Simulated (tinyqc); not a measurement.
Worked calculation: Hartree-Fock atom on a uniform radial grid, spin-unpolarised, for He. Computed by tinyqc, a small Python program that keeps every step. Settings: Z = 2, points = 64, R = 12.9, functional = hf2, mixing = 0.2, iteration cap = 55. Command: `OMP_NUM_THREADS=1 python tinyqc.py 29573 29574 out.jsonl` (the two numbers bound the seeds that draw the settings). One thread of a shared host (Intel(R) Xeon(R) Processor @ 2.60GHz), about 0.04 s of CPU time with the checks.

Spherical atom on a uniform radial grid r_j = j h with h = R/(N + 1), h sum u^2 = 1 and integrals as h times sums, u(0) = u(R) = 0 (atomic units):
```
parameter            value
Z                        2
points N                64
R                12.900000
h                 0.198462
mixing            0.200000
electrons in 1s          2
```

Three-point differences turn -u''/2 + [l(l+1)/2r^2 - Z/r + V] u = e u into a tridiagonal matrix (diagonal 1/h^2 + potential, off-diagonal -1/2h^2). D = sum f u^2; the Hartree potential y/r solves y'' = -D/r with y(0) = 0, y(R) = N_e; for two electrons in one orbital exchange is -V_H/2 (Hartree-Fock); E = sum f e - int D V + int D (V_H/2 + eps_xc); V(new) = V + mixing (V_H + v_xc - V).

Stop when input and output potentials agree to 1e-7.

Course of the cycle (hartree):
```
iteration            E      e(1s)  largest |V(out) - V(in)|
1          -2.62438037  -1.926881                  1.86e+00
2          -2.66853681  -1.683472                  1.43e+00
3          -2.69692639  -1.497216                  1.09e+00
4          -2.71475704  -1.354487                  8.30e-01
5          -2.72571653  -1.244944                  6.32e-01
6          -2.73232323  -1.160739                  4.80e-01
7          -2.73623896  -1.095911                  3.64e-01
8          -2.73852651  -1.045924                  2.76e-01
9          -2.73984697  -1.007324                  2.09e-01
10         -2.74060184  -0.977472                  1.58e-01
11         -2.74103010  -0.954354                  1.20e-01
...                ...        ...                       ...
45         -2.74157975  -0.872871                  3.12e-05
46         -2.74157975  -0.872865                  2.49e-05
47         -2.74157975  -0.872860                  1.98e-05
48         -2.74157975  -0.872857                  1.58e-05
49         -2.74157975  -0.872854                  1.26e-05
50         -2.74157975  -0.872852                  1.00e-05
51         -2.74157975  -0.872850                  8.00e-06
52         -2.74157975  -0.872848                  6.38e-06
53         -2.74157975  -0.872847                  5.09e-06
54         -2.74157975  -0.872846                  4.05e-06
55         -2.74157975  -0.872846                  3.23e-06
```

Can the last value be used, and what does the course show?

Not by the stop rule, although the second column moves by less than 1e-07 over the last three steps; and the uniform grid itself carries an error of order h^2 at the cusp, far above the threshold. Not converged within 55 iterations: the residual falls steadily but slowly, by a factor of about 0.80 a step. Reruns (cap 100 unless said): mixing 0.3: converged in 45; mixing 0.6: converged in 18; the original settings with a cap of 400: converged in 71. Even converged, this uniform grid resolves the cusp poorly and misses the energy of the atom.
